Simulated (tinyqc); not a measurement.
## Input admittance of a MOSFET at zero drain bias: distributed channel and distributed gate: effect of the channel length

Source and drain grounded, strong inversion, w = 2 pi f, Cox = eps0 eox/tox. The channel is an RC line of resistance 1/(mu Cox Vo) per square fed from both ends, so one finger has the intrinsic admittance y = i w Cox L tanh(g)/g per width, g = (1/2) sqrt(i w tau), tau = L^2/(mu Vo). The vertical resistance rv/L is in series with y, the overlaps 2 i w Cov in parallel: y_t = 1/(1/y + rv/L) + 2 i w Cov. The gate strip is a line of Rsh/L per length loaded by y_t, so a finger has Y = y_t Wf tanh(k)/k, k = (Wf/sd) sqrt(y_t Rsh/L); the device has Nf Y.

Low-frequency limits, with c = Cox L and ct = c + 2 Cov: R_strip = Rsh Wf/(3 sd^2 L Nf), R_ch = (c/ct)^2 L/(12 mu Cox Vo Wf Nf), R_vert = (c/ct)^2 rv/(L Wf Nf), C = ct Wf Nf. Z = 1/(Nf Y) = R + 1/(i w C), Q = |Im Z|/R, far-point signal |1/cosh k|.

Parameters, values chosen for the exercise; values of the order met in silicon radio-frequency transistors: relative permittivity of the gate insulator (close to silicon dioxide) eox = 3.9; insulator thickness tox = 2.5 nm; finger width Wf = 0.74 um; number of fingers Nf = 1; channel mobility mu = 190 cm^2/(V s); gate overdrive Vo = 0.58 V; sheet resistance of the gate Rsh = 3.8 ohm/square; vertical resistivity of the gate stack rv = 0 ohm um^2; number of ends at which a finger is contacted sd = 2; overlap and fringe capacitance on each side Cov = 0.28 fF/um; frequency f = 53 GHz.

Constants: eps0 = 8.8541878128e-14 F/cm where lengths are in cm. Results are converted to the units shown.

Effect of the channel length:
```
L (um)    w tau      |k|  R (ohm)  low-frequency R (ohm)  C (fF)      Q  signal at the far point
0.03    0.02720  0.07501    11.83                  11.83  0.7210  352.2                    1.000
0.058    0.1017  0.06376    18.90                  18.91   1.007  157.7                    1.000
0.11     0.3656  0.05721    45.57                  45.58   1.538  42.84                    1.000
0.22      1.463  0.05298    116.9                  117.1   2.651  9.692                   0.9999
0.42      5.331  0.04833    254.0                  259.0   4.481  2.638                   0.9996
0.8       19.34  0.03576    451.2                  536.4   5.790  1.150                   0.9996
1.6       77.36  0.02422    490.0                   1126   5.296  1.157                   0.9998
3         272.0  0.01772    488.1                   2161   5.316  1.157                   0.9999
```

As L goes from 0.03 to 3, R goes from 11.8 through a maximum of 490 (at L = 1.6 among the rows listed) to 488 ohm, C moves up and down between 0.721 and 5.79 fF and Q goes from 352 through a minimum of 1.15 (at L = 0.8 among the rows listed) to 1.16.

tinyqc, about 0.01 s, one thread, Intel Xeon 2.30GHz (shared host): `OMP_NUM_THREADS=1 python tinyqc.py 2262016 2262017 out.jsonl`
